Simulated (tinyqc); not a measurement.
Hubbard chain of 6 sites, step by step. One step of it, computed by the program tinyqc.

Problem. Mean-field iteration 2. H(up) = T + U n(down), H(down) = T + U n(up); fill the lowest levels; n(new) = n + mixing (n(out) - n); E = tr T (rho up + rho down) + U sum n_up n_down of the output.

one-body matrix (hopping and site energies) (eV), lower triangle:
```
           1          2          3          4          5         6
1   0.000000
2  -1.310000   0.000000
3   0.000000  -1.310000   0.000000
4   0.000000   0.000000  -1.310000   0.000000
5   0.000000   0.000000   0.000000  -1.310000   0.000000
6   0.000000   0.000000   0.000000   0.000000  -1.310000  0.000000
```

U = 8.800000 eV

electrons, up and down: 5  3

mixing = 1

n(up) after iteration 1: 1 0.986309, 2 0.695162, 3 0.930876, 4 0.525990, 5 0.955546, 6 0.906117

n(down) after iteration 1: 1 0.066721, 2 0.878989, 3 0.111579, 4 0.888421, 5 0.121011, 6 0.933279

Give: levels, up; levels, down; energy; n(up) after iteration 2; n(down) after iteration 2.

Solution.

levels, up (eV): 0.163  0.485  0.844  7.956  8.315  8.637

levels, down (eV): 3.748  5.224  7.058  8.616  9.508  9.846

energy = 15.226 eV

n(up) after iteration 2: 1 0.998, 2 0.916, 3 0.977, 4 0.637, 5 0.950, 6 0.523

n(down) after iteration 2: 1 0.114, 2 0.784, 3 0.190, 4 0.891, 5 0.393, 6 0.627
